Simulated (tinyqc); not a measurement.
Stretching all distances: RHF, UHF, MP2, CISD and CCSD against full CI in the sto-6g basis, for BeH2, spin multiplicity 1. Computed by the program tinyqc with PySCF. 

Geometry (angstrom):
```
atom,x,y,z
Be,0.0000,0.0000,0.0000
H,0.0000,1.2800,0.0000
H,0.0000,-1.2960,0.0000
```

All coordinates are multiplied by the scale. c0^2 is the weight of the RHF determinant in the lowest singlet FCI state (UHF is spin-contaminated and may lie near states of higher spin) and n(LUMO) the first natural occupation beyond the occupied space.

Full CI energy (hartree) and errors against it (kcal/mol):
```
scale,distance 1-2 (angstrom),E(FCI),RHF,UHF,MP2,CISD,CCSD,<S^2> UHF,c0^2,n(LUMO)
0.980,1.254,-15.75796,20.345,20.345,6.617,0.399,0.213,0.000,0.976,0.024
1.220,1.562,-15.72413,30.624,30.624,11.495,0.979,0.442,0.000,0.952,0.054
1.460,1.869,-15.64135,48.295,48.149,20.561,2.812,1.175,0.100,0.898,0.127
1.700,2.176,-15.56252,76.190,44.720,35.849,7.736,3.234,1.036,0.781,0.296
1.940,2.483,-15.51399,117.589,31.618,59.609,15.988,5.080,1.283,0.551,0.630
```

UHF parts from RHF first at scale 1.46 of those listed, where <S^2> leaves zero. The weight c0^2 goes from 0.98 to 0.55 and n(LUMO) from 0.02 to 0.63: static correlation grows as the bonds break into open-shell fragments. The spread of the error along the curve, which distorts its shape, is CCSD 4.9, CISD 15.6, UHF 27.8, MP2 53.0, RHF 97.2 kcal/mol. The table stops here: at scale 2.18 and beyond, the reference weight falls under 0.45 or RHF, UHF or CCSD hop between solutions, so those rows were left out and the spreads given cover only the rows shown. As computed, partly on other solutions, the errors there reach in size RHF 235, UHF 31, MP2 84, CISD 22, CCSD 3 kcal/mol.
